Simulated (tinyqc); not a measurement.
Mirror strength against the number of periods: longitudinal sound in a periodic multilayer: transfer matrices, stop bands and folded phonons. Computed by tinyqc, a small Python program. Command: `OMP_NUM_THREADS=1 python tinyqc.py 3002914 3002915 out.jsonl multilayer walk`. One thread of a shared host (Intel(R) Xeon(R) Processor @ 2.30GHz), about 0.01 s of CPU time with the checks.

Layers 1 and 2 repeat with period d = d_1 + d_2; waves travel normal to the layers, without loss. State vector (u, s): displacement u and stress divided by omega. Impedances Z = rho v are in 1e6 kg/(m^2 s).

Inputs (values chosen for the exercise, modelled on silica (layer 1), silicon nitride (layer 2) and silicon (substrate)):

| quantity | value | unit |
|---|---|---|
| density rho_1 | 2.23 | g/cm^3 |
| velocity v_1 | 6050 | m/s |
| thickness d_1 | 5.74 | nm |
| density rho_2 | 3.11 | g/cm^3 |
| velocity v_2 | 10100 | m/s |
| thickness d_2 | 9.61 | nm |
| substrate density | 2.35 | g/cm^3 |
| substrate velocity | 8370 | m/s |
| frequency f | 238 | GHz |

Method:
- Z = rho v; interface reflection r = (Z_2 - Z_1)/(Z_2 + Z_1) (stress amplitude, from 1 into 2); Bragg frequency f_B = 1/[2 (d_1/v_1 + d_2/v_2)]; long-wave velocity v_eff = d/sqrt[(d_1/v_1)^2 + (d_2/v_2)^2 + (Z_1/Z_2 + Z_2/Z_1)(d_1/v_1)(d_2/v_2)].
- A layer maps (u, s) by [[cos p, sin p/Z], [-Z sin p, cos p]], p = 2 pi f d_i/v_i; one period is M = M_2 M_1, and cos(q d) = trace(M)/2.
- For N periods A = M^N. A wave comes from a thick layer of material 1 and leaves into the substrate (Z_s): transmitted power T = 4 Z_1 Z_s/|Z_1 A_22 + Z_s A_11 - i (Z_1 Z_s A_12 - A_21)|^2, reflected power R = 1 - T.

Bragg frequency f_B = 263.124 GHz

Z_2 = 31.411

Z_1 = 13.4915

Z of the substrate = 19.6695

trace(M)/2 = -1.32575

Transmitted power:

| N | T at f_B | T at f_B (dB) | T at f |
|---|---|---|---|
| 1 | 0.66812 | -1.7515 | 0.67262 |
| 2 | 0.18016 | -7.4435 | 0.19399 |
| 3 | 0.035955 | -14.442 | 0.043183 |
| 4 | 0.0067323 | -21.718 | 0.0090870 |
| 6 | 2.2988e-04 | -36.385 | 3.9209e-04 |
| 8 | 7.8246e-06 | -51.065 | 1.6858e-05 |
| 12 | 9.0635e-09 | -80.427 | 3.1154e-08 |
| 16 | 1.0499e-11 | -109.79 | 5.7573e-11 |
| 24 | 1.4086e-17 | -168.51 | 1.9662e-16 |

What does the comparison show, and why?

At f_B each further period removes 7.34 dB at large N, which is 20 log10 of the impedance ratio, 7.34 dB, as for a quarter-wave stack; 99 % reflection needs N = 4 among these rows. At f, in a stop band, T decays as well. Values below about 1e-6 belong to the ideal stack: roughness and scattering into other modes, left out here, set a floor in a real one.
